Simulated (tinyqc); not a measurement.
## Deep-level transient spectroscopy: amplitude against reverse bias

Schottky contact on an n-type layer with shallow donors Nd (all ionised) and a donor-like deep trap, neutral when filled and positive when empty; depletion approximation. Traps within lam of the depletion edge stay filled. A long pulse to Vp fills the traps beyond x1 = Wp - lam; back at Vr those between x1 and x2 = Wr - lam emit. A rate window reads S = C(t2) - C(t1).

lam = sqrt(2 eps0 eps_r (EF - ET)/(q Nd)), EF - ET = Et - (kB T/q) ln(Nc(T)/Nd), Nc(T) = Nc (T/300 K)^1.5. In the steady state at the band bending V, 2 eps0 eps_r V/q = Nd W^2 + Nt (W - lam)^2 (the second term only if W > lam). W(t)^2 = Wr^2 + (Nt/Nd)(x2^2 - x1^2) exp(-en t), C = eps0 eps_r/W; for small Nt, dC/C = -(Nt/2 Nd) G exp(-en t) with G = (x2^2 - x1^2)/Wr^2. Listed at t = 0.

Values chosen for this exercise; material values close to those of silicon:
```
symbol    value   unit                                      meaning
eps_r      11.7                               relative permittivity
Nc      2.82e19  cm^-3   conduction-band density of states at 300 K
Nd       6.5e14  cm^-3                        shallow donor density
Vbi        0.69      V                             built-in voltage
Et         0.13     eV  depth of the trap below the conduction edge
Nt         2e12  cm^-3                                 trap density
Vp          0.4      V        reverse bias during the filling pulse
T            87      K                 temperature of the transient
```

Constants: q = 1.602176634e-19 C, kB = 1.380649e-23 J/K, eps0 = 8.8541878128e-14 F/cm where lengths are in cm. Results are converted to the units shown.

Result of one run:
```
Wr (nm)       G  dC(0)/C (%)  2 Nd |dC|/C (cm^-3)
3083     0.6514      -0.1001             1.301e12
```

Which reverse bias Vr gave this result: 0.9, 3, 4.1, 5.2 or 7.3 V?

Vr = 4.1 V.

The whole series:
```
Vr (V)  Wr (nm)       G  dC(0)/C (%)  2 Nd |dC|/C (cm^-3)
0.9        1777  0.2453     -0.03772             4.904e11
2          2311  0.4825     -0.07415             9.640e11
3          2706  0.5842     -0.08976             1.167e12
4.1        3083  0.6514      -0.1001             1.301e12
5.2        3419  0.6960      -0.1069             1.390e12
6.3        3724  0.7281      -0.1118             1.454e12
7.3        3982  0.7506      -0.1153             1.499e12
8.4        4247  0.7703      -0.1183             1.538e12
```

G rises from 0.245 to 0.770, since lam = 356 nm and x1 weigh less in a wider layer. The simple estimate 2 Nd |dC|/C reaches 24.5 % of the true Nt in the first row and 76.9 % in the last. In every row T is below 110 K, where shallow donors begin to freeze out; the model keeps them ionised.

tinyqc, about 0.01 s, one thread, Intel Xeon 2.30GHz (shared host): `OMP_NUM_THREADS=1 python tinyqc.py 2050051 2050052 out.jsonl`
